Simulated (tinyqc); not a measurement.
Electroplating on a thin resistive seed layer: kinetics, Wagner number and the terminal effect across a wafer: one step, computed by the program tinyqc. Command: `OMP_NUM_THREADS=1 python tinyqc.py 3121430 3121431 out.jsonl terminal walk`. One thread of a shared host (Intel(R) Xeon(R) Processor @ 2.30GHz), about 0.02 s of CPU time with the checks.

Current enters the seed at the rim. The bath is treated as a local resistance per area (no lateral flow in the liquid), two electrons per ion, molar volume 7.11 cm^3/mol, Faraday constant F = e N_A, kinematic viscosity 0.01 cm^2/s, omega = 2 pi x rpm/60; k_B T/e is in volts.

Task: Rate, limit and resistances. Growth rate = i V_m/(2 F). Levich limit i_L = 0.62 x 2 F D^(2/3) omega^(1/2) nu^(-1/6) c. Tafel overpotential eta = (k_B T/(alpha e)) ln(i/i_0); kinetic resistance k_B T/(alpha e i); bath resistance h/kappa + plate; R_s = resistivity/t; Wagner number = kinetic resistance x kappa/R.

Inputs (values chosen for the exercise, of the order of those for copper plating on a thin cobalt or ruthenium seed):

| quantity | value | unit |
|---|---|---|
| wafer radius R | 7.5 | cm |
| seed thickness t | 23 | nm |
| seed resistivity | 19 | microohm cm |
| bath conductivity kappa | 0.14 | S/cm |
| gap to the anode h | 9.7 | cm |
| extra resistance of a porous plate | 0 | ohm cm^2 |
| exchange current density i_0 | 0.99 | mA/cm^2 |
| cathodic transfer coefficient alpha | 0.51 | - |
| mean current density | 13 | mA/cm^2 |
| diffusivity of the metal ion | 5.5e-06 | cm^2/s |
| metal ion concentration | 0.45 | mol/L |
| rotation rate | 100 | rpm |
| temperature T | 298 | K |

Constants: e = 1.602176634e-19 C; N_A = 6.02214076e+23 1/mol; k_B = 8.617333262e-05 eV/K.

Give: growth rate; limiting current i_L; overpotential; kinetic resistance; bath resistance R_b; sheet resistance R_s; Wagner number.

Result:

growth rate = 287.39 nm/min

limiting current i_L = 116.95 mA/cm^2

overpotential = 129.66 mV

kinetic resistance = 3.8733 ohm cm^2

bath resistance R_b = 69.286 ohm cm^2

sheet resistance R_s = 8.2609 ohm/square

Wagner number = 0.072301
